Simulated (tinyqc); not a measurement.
Worked calculation: thin (001) film in sp3s* tight binding with raised dangling bonds. Values are carried at full precision from step to step, so a last printed digit may differ when a step is redone from the rounded ones.

sp3s* tight binding, nearest neighbours only: anion (a) at 0, cation (c) at a/4 (1,1,1), orbitals s, px, py, pz, s* on each; k in units of 2 pi/a. With phases e_j = exp(i (pi/2) k.n_j) for n = (1,1,1), (1,-1,-1), (-1,1,-1), (-1,-1,1): g0 = (e1+e2+e3+e4)/4, g1 = (e1+e2-e3-e4)/4, g2 = (e1-e2+e3-e4)/4, g3 = (e1-e2-e3+e4)/4. The diagonal holds the levels Esa, Epa, Exa (s*) and Esc, Epc, Exc. Anion-cation block: <sa|sc> = Vss g0; <sa|xc> = Vsapc g1; <xa|sc> = -Vscpa g1; <xa|xc> = Vxx g0; <xa|yc> = <ya|xc> = Vxy g3, <xa|zc> = <za|xc> = Vxy g2, <ya|zc> = <za|yc> = Vxy g1; <s*a|xc> = Vxapc g1; <xa|s*c> = -Vpaxc g1; y and z take g2 and g3 in place of g1; s-s* and s*-s* vanish.

Values chosen for the exercise (out of a larger set: near a published set for Si, fitted to gaps, whose masses and valley positions are rough; not measured data):
```
symbol  value                                                                                           unit  meaning
p       (-4.224, 1.706, -4.224, 1.706, 6.656, 6.656, -8.302, 1.714, 4.585, 5.688, 5.688, 5.403, 5.403)  eV    order Esa, Epa, Esc, Epc, Exa, Exc, Vss, Vxx, Vxy, Vsapc, Vscpa, Vxapc, Vpaxc
N       5                                                                                                     atomic planes in the small film
dl      10                                                                                              eV    shift of the dangling hybrids
```

## Bulk edges along [001]

Gap at Gamma and minimum on (0,0,kz), kz from 0.5 to 1, from the bulk Ev. States at zero in-plane momentum come from this line alone.

edges (eV): Gamma 3.4280, Delta 1.1180

kz of the minimum = 0.7343 2 pi/a

## The two blocks of the small film

Planes alternate anion (a), cation (c) along [001], a/4 apart, starting with an anion; zero in-plane momentum; levels counted from the bulk Ev, the lower root of [[Epa, Vxx], [Vxx, Epc]]; no spin-orbit coupling. Block of s, pz, s*: from an anion to the cation above, Vss/2 (s,s), Vsapc/2 (s,z), -Vscpa/2 (z,s), Vxx/2 (z,z), Vxapc/2 (s*,z), -Vpaxc/2 (z,s*); to the cation below the same with the s-z and s*-z signs reversed. Block of u = (px + py)/sqrt2 and v = (px - py)/sqrt2: to the cation above (Vxx + Vxy)/2 for u and (Vxx - Vxy)/2 for v, to the cation below the reverse. Each surface atom has two dangling sp3 hybrids; raising both by dl adds (dl/2) [[1, t], [t, 1]] to its s, pz levels (t = -1 at the bottom face, +1 at the top) and dl to the one of u, v in whose plane the missing bonds lie (v for a bottom anion or a top cation, u for a top anion).

Fill them in.

s, pz, s* block (eV):
```
        sa1     za1    *a1     sc2     zc2     *c2     sa3     za3     *a3     sc4     zc4     *c4
sa1   0.784  -5.000      0  -4.151   2.844       0       0       0       0       0       0       0
za1  -5.000   6.714      0  -2.844   0.857  -2.701       0       0       0       0       0       0
*a1       0       0  6.664       0   2.701       0       0       0       0       0       0       0
sc2  -4.151  -2.844      0  -4.216       0       0  -4.151   2.844       0       0       0       0
zc2   2.844   0.857  2.701       0   1.714       0  -2.844   0.857  -2.701       0       0       0
*c2       0  -2.701      0       0       0   6.664       0   2.701       0       0       0       0
sa3       0       0      0  -4.151  -2.844       0  -4.216       0       0  -4.151   2.844       0
za3       0       0      0   2.844   0.857   2.701       0   1.714       0  -2.844   0.857  -2.701
*a3       0       0      0       0  -2.701       0       0       0   6.664       0   2.701       0
sc4       0       0      0       0       0       0  -4.151  -2.844       0  -4.216       0       0
zc4       0       0      0       0       0       0   2.844   0.857   2.701       0   1.714       0
*c4       0       0      0       0       0       0       0  -2.701       0       0       0   6.664
sa5       0       0      0       0       0       0       0       0       0  -4.151  -2.844       0
za5       0       0      0       0       0       0       0       0       0   2.844   0.857   2.701
*a5       0       0      0       0       0       0       0       0       0       0  -2.701       0

        sa5    za5     *a5
sa1       0      0       0
za1       0      0       0
*a1       0      0       0
sc2       0      0       0
zc2       0      0       0
*c2       0      0       0
sa3       0      0       0
za3       0      0       0
*a3       0      0       0
sc4  -4.151  2.844       0
zc4  -2.844  0.857  -2.701
*c4       0  2.701       0
sa5   0.784  5.000       0
za5   5.000  6.714       0
*a5       0      0   6.664
```

u, v block (eV):
```
       ua1     va1     uc2     vc2     ua3     va3     uc4     vc4     ua5    va5
ua1  1.714       0   3.150       0       0       0       0       0       0      0
va1      0  11.714       0  -1.435       0       0       0       0       0      0
uc2  3.150       0   1.714       0  -1.435       0       0       0       0      0
vc2      0  -1.435       0   1.714       0   3.150       0       0       0      0
ua3      0       0  -1.435       0   1.714       0   3.150       0       0      0
va3      0       0       0   3.150       0   1.714       0  -1.435       0      0
uc4      0       0       0       0   3.150       0   1.714       0  -1.435      0
vc4      0       0       0       0       0  -1.435       0   1.714       0  3.150
ua5      0       0       0       0       0       0  -1.435       0  11.714      0
va5      0       0       0       0       0       0       0   3.150       0  1.714
```

## Levels of the small film

Diagonalise both blocks.

levels of the s, pz, s* block (eV): -11.732  -9.593  -6.464  -2.665  1.749  1.919  3.085  3.892  5.642  6.664  7.584  8.110  10.001  11.021  11.598

levels of the u, v block (eV): -2.264  -2.264  -0.848  -0.848  4.143  4.143  5.602  5.602  11.937  11.937

No level lies between 0 and the bulk edge 1.118 eV; confinement has widened the gap at zero in-plane momentum to 2.597 eV.

## Checks

- Lowest conduction level of 201 planes, with the dangling hybrids shifted far away, against the bulk edge: 1.119 against 1.118.

Computed by tinyqc, a small Python program: `OMP_NUM_THREADS=1 python tinyqc.py 1481355 1481356 out.jsonl` (the numbers bound the seed that draws the inputs); one thread of a shared host (Intel(R) Xeon(R) Processor @ 2.30GHz), about 0.4 s for the whole set of steps.
